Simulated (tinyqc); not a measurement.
Resistance of a source-drain extension with a graded tip: one step of the calculation.

y runs along the channel, the gate covers y > 0. The doping is N0 for y < y0 and N0 10^(-(y - y0)/la) beyond, uniform over the depth xj. Sheet conductance s(y) = q mu(N) max(N - Nch, 0) xj + (for y > 0) ma Cox Vo, with mu(N) = u0 + (u1 - u0)/(1 + (N/Nr)^au) and Cox = eps0 eox/tox. Current is taken as one-dimensional; depletion of the tip, spreading and the contact are left out. The metallurgical junction lies at yj, where N = Nch.

Problem. Sheet resistances and junction position. yj = y0 + la log10(N0/Nch); sheet resistance of the full extension 1/[q mu(N0)(N0 - Nch) xj] and of the gate-induced layer 1/(ma Cox Vo); metallurgical length Lg - 2 yj; ye is where the doped and the gate-induced conductances are equal.

Inputs (values chosen for the exercise); mobility law close to that of electrons in silicon:
```
symbol   value        unit                                                                 meaning
eox       24.5              relative permittivity of the gate insulator (close to zirconium oxide)
tox          6          nm                                                     insulator thickness
N0      1.8e20       cm^-3                        active doping of the extension far from the gate
la         6.7   nm/decade                                                      lateral abruptness
y0         0.1          nm          position under the gate where the fall begins (gate edge at 0)
xj          20          nm                                                  depth of the extension
Nch     9.1e17       cm^-3                                                          channel doping
Vo        0.55           V                                                          gate overdrive
ma         110  cm^2/(V s)                                      mobility of the gate-induced layer
u1        1414  cm^2/(V s)                                                  mobility at low doping
u0        68.5  cm^2/(V s)                                                 mobility at high doping
Nr      9.2e16       cm^-3                                                        reference doping
au       0.711                                                                            exponent
Lg          50          nm                                                             gate length
```

Constants: q = 1.602176634e-19 C, eps0 = 8.8541878128e-14 F/cm where lengths are in cm. Results are converted to the units shown.

Find: yj; sheet resistance of the extension; sheet resistance of the induced layer; metallurgical length; ye; N at ye.

Solution.

yj = 15.485 nm
sheet resistance of the extension = 233.53 ohm/square
sheet resistance of the induced layer = 4571.7 ohm/square
metallurgical length = 19.031 nm
ye = 9.9974 nm
N at ye = 5.9986e18 cm^-3

The gate takes over 5.49 nm before the junction, where N is still 6.59 times the channel doping.

tinyqc, about 0.03 s, one thread, Intel Xeon 2.30GHz (shared host): `OMP_NUM_THREADS=1 python tinyqc.py 2282139 2282140 out.jsonl`
